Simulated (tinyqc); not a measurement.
Worked calculation: Hueckel theory of the pi electrons, for the molecule C=Cc1ccc[nH]1 (SMILES; centres numbered as the heavy atoms are written). Computed by tinyqc, a small Python program that keeps every step. Settings: charge = 0. Command: `OMP_NUM_THREADS=1 python tinyqc.py 22554 22555 out.jsonl` (the two numbers bound the seeds that draw the settings). One thread of a shared host (Intel(R) Xeon(R) Processor @ 2.60GHz), about 0.01 s of CPU time with the checks.

## The Hueckel matrix

Centres:
```
centre  z_r, pi electrons of the neutral centre       h
1C                                            1  0.0000
2C                                            1  0.0000
3C                                            1  0.0000
4C                                            1  0.0000
5C                                            1  0.0000
6C                                            1  0.0000
7N                                            2  1.5000
```

Bonds:
```
i  j       k
1  2       1
2  3       1
3  4       1
4  5       1
5  6       1
6  7  0.8000
7  3  0.8000
```

H_rr = alpha + h_r beta, H_rs = k_rs beta for bonded centres.

Hueckel matrix in units of beta (H = alpha + beta A), lower triangle:
```
        1C      2C      3C      4C      5C      6C      7N
1C  0.0000
2C  1.0000  0.0000
3C  0.0000  1.0000  0.0000
4C  0.0000  0.0000  1.0000  0.0000
5C  0.0000  0.0000  0.0000  1.0000  0.0000
6C  0.0000  0.0000  0.0000  0.0000  1.0000  0.0000
7N  0.0000  0.0000  0.8000  0.0000  0.0000  0.8000  1.5000
```

## Orbitals

pi electrons, sum of z_r less the charge = 8

Diagonalise; E = alpha + x beta with beta < 0, so the largest x are filled first; degenerate levels share their electrons. P = sum n_i c_ri c_si; each orbital has its largest coefficient positive (the first on a tie).

x values: 2.4070  1.3509  1.1622  0.4407  -0.6690  -1.3670  -1.8248

occupations: 2.0000  2.0000  2.0000  2.0000  0.0000  0.0000  0.0000

coefficients:
```
       MO1      MO2      MO3      MO4      MO5      MO6      MO7
1C  0.0926   0.4346  -0.1920   0.5360   0.5810  -0.2867   0.2422
2C  0.2228   0.5871  -0.2231   0.2362  -0.3887   0.3920  -0.4420
3C  0.4437   0.3586  -0.0674  -0.4319  -0.3209  -0.2491   0.5644
4C  0.2933   0.2529   0.4939  -0.3851   0.3829  -0.2271  -0.5095
5C  0.2624  -0.0169   0.6413   0.2622   0.0647   0.5595   0.3654
6C  0.3382  -0.2757   0.2515   0.5006  -0.4262  -0.5378  -0.1573
7N  0.6897  -0.4445  -0.4362  -0.0519   0.2756   0.2196  -0.0979
```

charge and bond-order matrix P, lower triangle:
```
         1C       2C       3C       4C       5C      6C      7N
1C   1.0432
2C   0.8905   0.9999
3C  -0.0434   0.4447   1.0329
4C  -0.3283   0.0253   0.7077   1.0844
5C   0.0687  -0.0653  -0.0922   0.5769   1.0984
6C   0.2630  -0.0488  -0.3639  -0.0781   0.7720  1.0087
7N  -0.1468  -0.0445   0.3968  -0.2111  -0.2098  0.4403  1.7325
```

## Energy, charges, bond orders

E = sum n x; q_r = z_r - P_rr; bond order p = P_rs; free valence = sqrt(3) - sum of p over the bonds of the atom.

pi energy = 8 alpha + this times beta = 10.7218

pi charges: 1C -0.0432, 2C 0.0001, 3C -0.0329, 4C -0.0844, 5C -0.0984, 6C -0.0087, 7N 0.2675

Bond orders and lengths from R = 1.517 - 0.180 p (angstrom, C-C alone):
```
bond       p       R
1-2   0.8905  1.3567
2-3   0.4447  1.4370
3-4   0.7077  1.3896
4-5   0.5769  1.4131
5-6   0.7720  1.3780
6-7   0.4403       -
7-3   0.3968       -
```

free valence of the carbons: 1C 0.8416, 2C 0.3969, 3C 0.1828, 4C 0.4474, 5C 0.3831, 6C 0.5198

gap between the highest filled and the next level = 1.1098 |beta|
